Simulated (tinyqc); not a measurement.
What each change does: short-period [001] superlattice in sp3s* tight binding.

Planes alternate anion, cation along [001], a/4 apart; at zero in-plane momentum s, pz, s* form one block. All levels of A are shifted so that its Ev (lower root of [[Epa, Vxx], [Vxx, Epc]]) is 0, and those of B so that its Ev is -dEv. A monolayer is an anion plane and the cation plane above it; an anion between unlike cations takes the mean of the two anion levels; each bond takes the couplings of its cation. Block from an anion to the cation above: U with Vss/2 (s,s), Vsapc/2 (s,z), -Vscpa/2 (z,s), Vxx/2 (z,z), Vxapc/2 (s*,z), -Vpaxc/2 (z,s*); to the cation below: the same with the s-z and s*-z signs reversed. The cell of n + m monolayers is closed with the phase exp(2 pi i q). No spin-orbit coupling. In this block 2 (n + m) levels are filled.

For the two lowest empty levels at q = 0: energy, share of the cation weight on A, and Gamma character, the share of the cation amplitudes with Fourier index |j|/(n + m) < 1/4 along the stack (near 1: Gamma-like, near 0: folded from X).

Values chosen for the exercise (A near a published set for GaAs, B for AlAs; shifted at random, so the results belong to these values and not to a real crystal):

| symbol | value | unit | meaning |
|---|---|---|---|
| pA | (-8.33, 1.04, -2.664, 3.672, 8.605, 6.748, -6.453, 1.953, 5.071, 4.484, 5.789, 4.842, 4.807) | eV | order Esa, Epa, Esc, Epc, Exa, Exc, Vss, Vxx, Vxy, Vsapc, Vscpa, Vxapc, Vpaxc |
| pB | (-7.523, 0.982, -1.161, 3.581, 7.475, 6.709, -6.682, 1.881, 4.301, 5.122, 5.482, 4.512, 5.001) | eV | the same for B |
| dEv | 0.51 | eV | valence offset: Ev(B) lies this far below Ev(A) |
| n2 | 6 |  | monolayers of A |
| m2 | 6 |  | monolayers of B |

A cell with n = n2 and m = m2.

One parameter was then changed.

Results before and after:

| case | E1 (eV) | A share 1 | Gamma 1 | E2 (eV) | A share 2 | Gamma 2 |
|---|---|---|---|---|---|---|
| base | 1.7942 | 0.26 | 0.24 | 1.8208 | 0.71 | 0.82 |
| changed | 1.7010 | 0.03 | 0.01 | 1.7581 | 0.07 | 0.00 |

Which of these changes was made? (a) n2 = 8; (b) m2 = 8; (c) dEv = 0.61 eV.
Answer: (c) dEv = 0.61 eV. Of the candidates, run in turn, only this one gives the changed row.

All candidates:

| case | E1 (eV) | A share 1 | Gamma 1 | E2 (eV) | A share 2 | Gamma 2 |
|---|---|---|---|---|---|---|
| base | 1.7942 | 0.26 | 0.24 | 1.8208 | 0.71 | 0.82 |
| n2 = 8 | 1.7451 | 0.91 | 0.97 | 1.8013 | 0.04 | 0.03 |
| m2 = 8 | 1.7871 | 0.05 | 0.04 | 1.8075 | 0.04 | 0.00 |
| dEv = 0.61 eV | 1.7010 | 0.03 | 0.01 | 1.7581 | 0.07 | 0.00 |

(tinyqc, `OMP_NUM_THREADS=1 python tinyqc.py 1480440 1480441 out.jsonl`, Intel(R) Xeon(R) Processor @ 2.30GHz, 1 thread, shared host, about 0.4 s.)
